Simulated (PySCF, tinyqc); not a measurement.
Inside a calculation. Method: FCI on RHF in the sto-6g basis, frozen core, for BeH+, spin multiplicity 1. The lowest restricted solution is unstable here: a spin-polarised one lies 0.0298 hartree lower (PySCF). One step of it, computed by the program tinyqc.

Problem. FCI: determinants and Hamiltonian. Slater-Condon rules over spin orbitals, with the nuclear repulsion and the energy of the frozen orbital added and E(HF) subtracted on the diagonal. Only determinants linked to the reference directly or through others are kept (one block of an abelian symmetry group), so some states are absent.

one-electron integrals dressed by the frozen orbital, h + 2 (pq|11) - (p1|1q) (hartree), lower triangle:
```
           2          3          4          5          6
2  -1.030991
3   0.058779  -0.835944
4   0.000000   0.000000  -0.750542
5   0.000000   0.000000   0.000000  -0.750542
6   0.003229  -0.051658   0.000000   0.000000  -0.723681
```

energy of the frozen orbital, 2 h_11 + (11|11) = -14.10304600 hartree

Two-electron integrals over orbitals (pq|rs), unique and non-zero (hartree); the lowest 1 orbital is frozen and left out:
```
(22|22) 0.421508    (32|22) -0.058779   (32|32) 0.086057    (33|22) 0.336284
(33|32) 0.019349    (33|33) 0.399000    (42|42) 0.048160    (43|42) 0.037098
(43|43) 0.045421    (44|22) 0.341525    (44|32) 0.056957    (44|33) 0.363911
(44|44) 0.450117    (52|52) 0.048160    (53|52) 0.037098    (53|53) 0.045421
(54|54) 0.024258    (55|22) 0.341525    (55|32) 0.056957    (55|33) 0.363911
(55|44) 0.401601    (55|55) 0.450117    (62|22) -0.003229   (62|32) 0.060664
(62|33) -0.012384   (62|44) 0.069889    (62|55) 0.069889    (62|62) 0.109133
(63|22) 0.056161    (63|32) -0.083852   (63|33) -0.033166   (63|44) -0.048899
(63|55) -0.048899   (63|62) -0.061716   (63|63) 0.100486    (64|42) 0.021444
(64|43) 0.003639    (64|64) 0.020844    (65|52) 0.021444    (65|53) 0.003639
(65|65) 0.020844    (66|22) 0.426396    (66|32) -0.057661   (66|33) 0.366636
(66|44) 0.349012    (66|55) 0.349012    (66|62) -0.017179   (66|63) 0.049964
(66|66) 0.455202
```

nuclear repulsion = 1.01911836 hartree

Hartree-Fock energy = -14.72440107 hartree

Give: determinants; H - E(HF) between determinants.

Solution.

Occupation strings over the orbitals (2 doubly, a alpha, b beta, 0 empty; spin orbitals ordered 1a 1b 2a 2b ...): 220000 2ab000 2a000b 2ba000 2b000a 202000 20a00b 200200 200020 20b00a 200002

H - E(HF) between determinants (hartree), lower triangle:
```
         220000   2ab000   2a000b   2ba000   2b000a   202000   20a00b   200200
220000   0.0000
2ab000   0.0000   0.1098
2a000b   0.0000   0.0045   0.3122
2ba000   0.0000  -0.0861  -0.0607   0.1098
2b000a   0.0000  -0.0607  -0.1091   0.0045   0.3122
202000   0.0861   0.0781  -0.0839  -0.0781   0.0839   0.3676
20a00b   0.0607  -0.0839   0.0011   0.0092   0.0617  -0.0848   0.4475
200200   0.0482   0.0371   0.0214  -0.0371  -0.0214   0.0454   0.0036   0.5895
200020   0.0482   0.0371   0.0214  -0.0371  -0.0214   0.0454   0.0036   0.0243
20b00a  -0.0607   0.0092   0.0617  -0.0839   0.0011   0.0848  -0.1005  -0.0036
200002   0.1091  -0.0617  -0.0140   0.0617   0.0140   0.1005  -0.0017   0.0208

         200020  20b00a  200002
200020   0.5895
20b00a  -0.0036  0.4475
200002   0.0208  0.0017  0.6483
```
